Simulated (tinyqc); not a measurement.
Inside a calculation. Method: Hueckel theory of the pi electrons, for the molecule O=C1C=CC(=O)C=C1 (SMILES; centres numbered as the heavy atoms are written). One step of it, computed by the program tinyqc.

Question. Energy, charges, bond orders. E = sum n x; q_r = z_r - P_rr; bond order p = P_rs; free valence = sqrt(3) - sum of p over the bonds of the atom.

x values: 2.302776  1.860806  1.000000  1.000000  0.254102  -1.000000  -1.302776  -2.114908

occupations: 2.000000  2.000000  2.000000  2.000000  0.000000  0.000000  0.000000  0.000000

charge and bond-order matrix P:
```
           1O         2C         3C         4C         5C         6O         7C         8C
1O   1.399832   0.725205   0.036107  -0.276990  -0.170505   0.359284  -0.276990   0.036107
2C   0.725205   0.746841   0.412108   0.142592  -0.024191  -0.170505   0.142592   0.412108
3C   0.036107   0.412108   0.926663   0.832453   0.142592  -0.276990  -0.167547  -0.073337
4C  -0.276990   0.142592   0.832453   0.926663   0.412108   0.036107  -0.073337  -0.167547
5C  -0.170505  -0.024191   0.142592   0.412108   0.746841   0.725205   0.412108   0.142592
6O   0.359284  -0.170505  -0.276990   0.036107   0.725205   1.399832   0.036107  -0.276990
7C  -0.276990   0.142592  -0.167547  -0.073337   0.412108   0.036107   0.926663   0.832453
8C   0.036107   0.412108  -0.073337  -0.167547   0.142592  -0.276990   0.832453   0.926663
```

Centres:
```
centre  z_r, pi electrons of the neutral centre         h
1O                                            1  1.000000
2C                                            1  0.000000
3C                                            1  0.000000
4C                                            1  0.000000
5C                                            1  0.000000
6O                                            1  1.000000
7C                                            1  0.000000
8C                                            1  0.000000
```

Bonds:
```
i  j         k
1  2  1.000000
2  3         1
3  4         1
4  5         1
5  6         1
5  7         1
7  8         1
8  2         1
```

Give: pi energy = 8 alpha + this times beta; pi charges; Bond orders and lengths from R = 1.517 - 0.180 p; free valence of the carbons; gap between the highest filled and the next level.

Answer.

pi energy = 8 alpha + this times beta = 12.3272

pi charges: 1O -0.3998, 2C 0.2532, 3C 0.0733, 4C 0.0733, 5C 0.2532, 6O -0.3998, 7C 0.0733, 8C 0.0733

Bond orders and lengths from R = 1.517 - 0.180 p (angstrom, C-C alone):
```
bond       p       R
1-2   0.7252       -
2-3   0.4121  1.4428
3-4   0.8325  1.3672
4-5   0.4121  1.4428
5-6   0.7252       -
5-7   0.4121  1.4428
7-8   0.8325  1.3672
8-2   0.4121  1.4428
```

free valence of the carbons: 2C 0.1826, 3C 0.4875, 4C 0.4875, 5C 0.1826, 7C 0.4875, 8C 0.4875

gap between the highest filled and the next level = 0.7459 |beta|
